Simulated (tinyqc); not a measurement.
## Gain factor and gap resistance from two string resistances

Question. At small bit-line voltage each of the 48 cells has the resistance 1/(K x) at overdrive x (no mobility reduction) in series with a gap resistance Rg. Find K, Rg and the share of the gaps at the higher overdrive.

resistance of a string of 48 equal cells at overdrives of 3.2 and 7.1 V (kohm): 3740.8696  1949.6877

Solution. The resistance per cell is a straight line in 1/x with slope 1/K and intercept Rg.

K = 4.60 uA/V^2
Rg = 10.0 kohm
share of the gaps = 24.6 %

Program tinyqc, `OMP_NUM_THREADS=1 python tinyqc.py 2142170 2142171 out.jsonl`; Intel Xeon 2.30GHz, shared host, one thread, about 1 s.
